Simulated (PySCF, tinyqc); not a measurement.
Inside a calculation. Method: RHF in the 3-21g basis, for H3-, spin multiplicity 1. The basis has no diffuse functions, so it cannot describe the extra electron: this is an exercise in the method, not the real anion. The lowest restricted solution is unstable here: a spin-polarised one lies 0.0003 hartree lower (PySCF). One step of it, computed by the program tinyqc.

Task: Iteration 2: diagonalisation and new density. Diagonalise F' = X^T F X, C = X C', fill 2 alpha and 2 beta electrons from the bottom; D = 2 C_occ C_occ^T. Each column has its largest component positive (the first on a tie).

extrapolated F (hartree), order 1H 1s, 1H 2s, 2H 1s, 2H 2s, 3H 1s, 3H 2s:
```
[[0.549603, -0.166213, -0.165578, -0.166582, -0.165317, -0.166385],
 [-0.166213, 0.020976, -0.099234, -0.046557, -0.099039, -0.046440],
 [-0.165578, -0.099234, 0.682883, -0.010036, 0.010055, -0.029877],
 [-0.166582, -0.046557, -0.010036, 0.138999, -0.029843, -0.021656],
 [-0.165317, -0.099039, 0.010055, -0.029843, 0.683451, -0.009876],
 [-0.166385, -0.046440, -0.029877, -0.021656, -0.009876, 0.139183]]
```

X, order 1H 1s, 1H 2s, 2H 1s, 2H 2s, 3H 1s, 3H 2s:
```
[[1.253330, -0.530603, 0.027495, 0.031200, 0.027544, 0.031217],
 [-0.530603, 1.762667, -0.001347, -0.482913, -0.001323, -0.482583],
 [0.027495, -0.001347, 1.242402, -0.483166, 0.001691, 0.038796],
 [0.031200, -0.482913, -0.483166, 1.482568, 0.038770, -0.024573],
 [0.027544, -0.001323, 0.001691, 0.038770, 1.242402, -0.483165],
 [0.031217, -0.482583, 0.038796, -0.024573, -0.483165, 1.482279]]
```

Give: F' = X^T F X; orbital energies; coefficients C; D after iteration 2.

Result:

F' = X^T F X (hartree):
```
[[1.0515, -0.6280, -0.0687, -0.0701, -0.0684, -0.0699],
 [-0.6280, 0.5736, -0.0750, -0.1382, -0.0749, -0.1382],
 [-0.0687, -0.0750, 1.0903, -0.4859, 0.0364, 0.0337],
 [-0.0701, -0.1382, -0.4859, 0.5003, 0.0337, -0.0167],
 [-0.0684, -0.0749, 0.0364, 0.0337, 1.0910, -0.4861],
 [-0.0699, -0.1382, 0.0337, -0.0167, -0.4861, 0.5004]]
```

orbital energies (hartree): [-0.0689, 0.2007, 0.4589, 1.3538, 1.3706, 1.4920]

coefficients C, order 1H 1s, 1H 2s, 2H 1s, 2H 2s, 3H 1s, 3H 2s:
```
[[0.2406, 0.0000, 0.1467, 0.3138, 0.0074, -1.2953],
 [0.5256, 0.0001, 1.1819, -0.0594, -0.0016, 1.4758],
 [0.1028, -0.1410, -0.0692, 0.9285, -0.9201, 0.1880],
 [0.1780, -0.7178, -0.8497, -0.6669, 0.8543, -0.4735],
 [0.1025, 0.1411, -0.0691, 0.8850, 0.9620, 0.1882],
 [0.1774, 0.7186, -0.8487, -0.6265, -0.8841, -0.4736]]
```

D after iteration 2, order 1H 1s, 1H 2s, 2H 1s, 2H 2s, 3H 1s, 3H 2s:
```
[[0.1158, 0.2529, 0.0495, 0.0857, 0.0493, 0.0854],
 [0.2529, 0.5524, 0.1080, 0.1869, 0.1078, 0.1866],
 [0.0495, 0.1080, 0.0609, 0.2390, -0.0187, -0.1662],
 [0.0857, 0.1869, 0.2390, 1.0939, -0.1660, -0.9685],
 [0.0493, 0.1078, -0.0187, -0.1660, 0.0608, 0.2391],
 [0.0854, 0.1866, -0.1662, -0.9685, 0.2391, 1.0957]]
```
